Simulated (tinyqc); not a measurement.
From results back to parameters: ellipsoidal valleys in the axes of a wafer and a channel.

Problem. A valley whose axis makes az^2 = 0.600000 with the surface normal has 1/mz = az^2/ml + (1 - az^2)/mt and mz md^2 = ml mt^2. Its confinement and density-of-states masses are given, and ml > mt.

mz, md (m0): 0.1940890  0.2363827

Find: ml mt^2; mt; ml.

Solution. Put ml = (mz md^2)/mt^2 into the first relation and solve for mt below (mz md^2)^(1/3), the value at which ml = mt; a scan of that range finds one root.

ml mt^2 = 0.010845
mt = 0.084 m0
ml = 1.537 m0

Program tinyqc; command `OMP_NUM_THREADS=1 python tinyqc.py 1880201 1880202 out.jsonl`; about 0.01 s on one thread of a shared Intel(R) Xeon(R) Processor @ 2.30GHz.
